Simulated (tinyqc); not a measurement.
n-type polysilicon, carrier trapping at grain boundaries: two steps of the calculation.

One-dimensional grains of size Lg, uniform ionised doping N, monovalent traps Qt at each boundary at a depth Et below (for electrons) or above (for holes) the band edge there, abrupt depletion of width W on each side of a boundary, Boltzmann statistics. xi is the distance from the band edge at the grain centre to the Fermi level. Trapped charge Qt/(1 + exp((xi + VB - Et)/Vt)) = 2 N W, barrier VB = q N W^2/(2 eps0 eps_r).

Parameters, values chosen for the exercise; values of the order met in polycrystalline silicon: temperature T = 300 K; relative permittivity eps_r = 11.7; conduction-band density of states at T NB = 2.8e19 cm^-3; grain size Lg = 260 nm; trap density of a grain boundary Qt = 7.6e11 cm^-2; depth of the trap level from the majority band edge at the boundary Et = 0.34 eV; mass for thermionic emission ms = 0.49 m0; correction factor of the emission rate fe = 0.12; mobility inside the grains mug = 110 cm^2/(V s); doping N = 7.3e15 cm^-3.

Constants: q = 1.602176634e-19 C, kB = 1.380649e-23 J/K, m0 = 9.1093837015e-31 kg, Vt = kB T/q, eps0 = 8.8541878128e-14 F/cm where lengths are in cm. Results are converted to the units shown.

Problem 1. Depletion width, Fermi level and barrier. If the trap equation with xi = Vt ln(NB/N) has a root W < Lg/2, the grain is partly depleted; otherwise W = Lg/2 and the trap equation gives xi = Et - VB + Vt ln(Qt/(N Lg) - 1). N* = Qt/Lg.

Give: N*; W; xi; VB; share of traps filled.

Solution 1.

N* = 2.9231e16 cm^-3
W = 130.00 nm
xi = 0.27304 V
VB = 0.095402 V
share of traps filled = 0.24974

N is 0.250 N*, and the grain is fully depleted; VB = 3.69 Vt.

Problem 2. Resistivity and effective mobility. n0 = NB exp(-xi/Vt); mean density n0 (1 - 2 W/Lg) by charge balance in a partly depleted grain, and n0 (sqrt(pi)/2) erf(u)/u with u = sqrt(VB/Vt) in a fully depleted one; v = sqrt(kB T/(2 pi ms m0)); barrier resistivity Vt exp(VB/Vt)/(q fe n0 v Lg); grain resistivity (1 - 2 W/Lg)/(q n0 mug); effective mobility 1/(q mean density total resistivity).

W = 130 nm
xi = 0.27303608 V
VB = 0.095401537 V

Give: n0; mean density; v; barrier resistivity; grain resistivity; resistivity; effective mobility.

Solution 2.

n0 = 7.250e14 cm^-3
mean density = 3.323e14 cm^-3
v = 3.843e6 cm/s
barrier resistivity = 743.5 ohm cm
grain resistivity = 0.000 ohm cm
resistivity = 743.5 ohm cm
effective mobility = 25.26 cm^2/(V s)

The resistivity is 95.7 times that of a single crystal with the same N and mobility mug, and the mean density is 4.55 % of N.

Computed by the program tinyqc: `OMP_NUM_THREADS=1 python tinyqc.py 2830260 2830261 out.jsonl`, one thread of a shared Intel Xeon 2.30GHz, about 0.01 s for the whole run.
